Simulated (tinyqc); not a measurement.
MOS inversion layer, Poisson-Schroedinger loop: mixing schemes compared.

Electrons confined at an insulator interface at z = 0, treated as a hard wall; parabolic valleys, Hartree approximation, no image or exchange terms. The depletion charge lies far deeper than the electrons and gives a uniform field q Nd/(eps0 eps_r); the gate balances all charge. Energies are counted from the band edge at the interface.

V0 = q Nd z/(eps0 eps_r) in eV.

Tridiagonal Hamiltonian with psi = 0 one step beyond both ends: H_ii = C (1/m_(i-1/2) + 1/m_(i+1/2))/hz^2 + V0_i + U_i, H_(i,i+1) = -C/(m_(i+1/2) hz^2), C = hbar^2/(2 m0). The lowest 2 level(s) are kept, normalised to hz sum |psi|^2 = 1. The mass is the same on all intervals.

Level k holds N_k = D_k Vt ln(1 + exp((EF - E_k)/Vt)) with D = 4 md1 m0 q/(pi hbar^2) per eV (spin included); EF is fixed by sum N_k = Ns.

n_i = sum_k N_k |psi_k|^2 (converted to cm^-3). Hartree part by Gauss: on the interval before node i the electrons still beyond are S_i = Ns - hz sum_(j<i) n_j, and U_i = U_(i-1) + q S_i hz/(eps0 eps_r) in eV, U_0 = 0 at the interface. Mixing: U(new) = U + a (U(out) - U).

Rounds from U = 0 until the largest |U(out) - U| is below 1e-7 eV (the round that meets it is counted). Anderson mixing of depth m keeps the last m inputs V and residuals F = V(out) - V(in), fits c by least squares to F = dF c over their successive differences dF, dV, and sets V(new) = V + a F - (dV + a dF) c.

Values chosen for this exercise; masses and permittivity close to those of germanium (100):
```
symbol   value   unit                                     meaning
T          300      K                                 temperature
eps_r     16.2                              relative permittivity
mz1      0.121     m0  mass along z of valley set A (4 valley(s))
md1      0.293     m0    in-plane density-of-states mass of set A
Ns      1.4e13  cm^-2                  sheet density of electrons
Nd        1e11  cm^-2           sheet density of depletion charge
hz        0.92     nm                                   mesh step
```

Constants: q = 1.602176634e-19 C, kB = 1.380649e-23 J/K, hbar = 1.054571817e-34 J s, m0 = 9.1093837015e-31 kg, Vt = kB T/q, eps0 = 8.8541878128e-14 F/cm where lengths are in cm, hbar^2/(2 m0) = 0.0380998212 eV nm^2. Results are converted to the units shown.

z, node 1 to 18 (nm): 0.92  1.84  2.76  3.68  4.6  5.52  6.44  7.36  8.28  9.2  10.12  11.04  11.96  12.88  13.8  14.72  15.64  16.56

Rounds needed:
```
a	depth m	rounds
1	plain	over 150
0.8	plain	over 150
0.6	plain	33
0.4	plain	30
0.2	plain	66
0.1	plain	139
0.5	2	15
0.5	4	15
0.5	8	18
```

What does the table show?

Among the plain runs a = 0.4 is fastest, with 30 rounds; larger factors overshoot and smaller ones creep. Not converged within 150 rounds: a = 1, a = 0.8. Anderson mixing needs 15 to 18 rounds.

Computed by the program tinyqc: `OMP_NUM_THREADS=1 python tinyqc.py 2160138 2160139 out.jsonl`, one thread of a shared Intel Xeon 2.30GHz, about 0.8 s for the whole run.
